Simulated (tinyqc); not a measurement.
MOS inversion layer, Poisson-Schroedinger loop: one step of the calculation.

Electrons confined at an insulator interface at z = 0, treated as a hard wall; parabolic valleys, Hartree approximation, no image or exchange terms. The depletion charge lies far deeper than the electrons and gives a uniform field q Nd/(eps0 eps_r); the gate balances all charge. Energies are counted from the band edge at the interface.

Task. Converged levels, occupations and centroid. Tridiagonal Hamiltonian with psi = 0 one step beyond both ends: H_ii = C (1/m_(i-1/2) + 1/m_(i+1/2))/hz^2 + V0_i + U_i (+ dE for the set B), H_(i,i+1) = -C/(m_(i+1/2) hz^2), C = hbar^2/(2 m0). The lowest 2 level(s) of each valley set are kept, normalised to hz sum |psi|^2 = 1. The mass is the same on all intervals.

Level k holds N_k = D_k Vt ln(1 + exp((EF - E_k)/Vt)) with D = 2 md1 m0 q/(pi hbar^2) for the set A, D = 4 md2 m0 q/(pi hbar^2) for the set B per eV (spin included); EF is fixed by sum N_k = Ns.

Solve for the levels with V0 + U, find EF, n_i = sum_k N_k |psi_k|^2 (in cm^-3); share of each level N_k/Ns; centroid sum n z/sum n.

Values chosen for this exercise; masses and permittivity close to those of silicon (100):

| symbol | value | unit | meaning |
|---|---|---|---|
| T | 77 | K | temperature |
| mz1 | 0.917 | m0 | mass along z of valley set A (2 valley(s)) |
| md1 | 0.19 | m0 | in-plane density-of-states mass of set A |
| mz2 | 0.187 | m0 | mass along z of valley set B (4 valley(s)) |
| md2 | 0.416 | m0 | in-plane density-of-states mass of set B |
| Ns | 6.4e12 | cm^-2 | sheet density of electrons |
| dE | 0.09 | eV | extra shift of set B (strain) |
| hz | 0.83 | nm | mesh step |

Constants: q = 1.602176634e-19 C, kB = 1.380649e-23 J/K, hbar = 1.054571817e-34 J s, m0 = 9.1093837015e-31 kg, Vt = kB T/q, hbar^2/(2 m0) = 0.0380998212 eV nm^2. Results are converted to the units shown.

| node | z (nm) | fixed potential V0 (eV) | converged U (eV) |
|---|---|---|---|
| 1 | 0.83 | 0.01272793 | 0.08145878 |
| 2 | 1.66 | 0.02545586 | 0.12358490 |
| 3 | 2.49 | 0.03818379 | 0.13749150 |
| 4 | 3.32 | 0.05091172 | 0.14146914 |
| 5 | 4.15 | 0.06363965 | 0.14261059 |
| 6 | 4.98 | 0.07636757 | 0.14293179 |
| 7 | 5.81 | 0.08909550 | 0.14301253 |
| 8 | 6.64 | 0.10182343 | 0.14302968 |
| 9 | 7.47 | 0.11455136 | 0.14303271 |
| 10 | 8.3 | 0.12727929 | 0.14303316 |
| 11 | 9.13 | 0.14000722 | 0.14303322 |
| 12 | 9.96 | 0.15273515 | 0.14303322 |
| 13 | 10.79 | 0.16546308 | 0.14303322 |
| 14 | 11.62 | 0.17819101 | 0.14303322 |
| 15 | 12.45 | 0.19091894 | 0.14303322 |
| 16 | 13.28 | 0.20364687 | 0.14303322 |

Wanted: levels; EF; shares; n; centroid.

Result.

levels (eV): A1 0.1635, A2 0.2158, B1 0.3099, B2 0.3752
EF = 0.2029 eV
shares (%): A1 97.79, A2 2.21, B1 0.00, B2 0.00

| node | n (1e19 cm^-3) |
|---|---|
| 1 | 3.723 |
| 2 | 2.671 |
| 3 | 0.940 |
| 4 | 0.268 |
| 5 | 0.078 |
| 6 | 0.023 |
| 7 | 0.006 |
| 8 | 0.001 |
| 9 | 0.000 |
| 10 | 0.000 |
| 11 | 0.000 |
| 12 | 0.000 |
| 13 | 0.000 |
| 14 | 0.000 |
| 15 | 0.000 |
| 16 | 0.000 |

centroid = 1.457 nm

Numbers from tinyqc (`OMP_NUM_THREADS=1 python tinyqc.py 2160157 2160158 out.jsonl`; about 1 s on one thread of a shared Intel Xeon 2.30GHz).
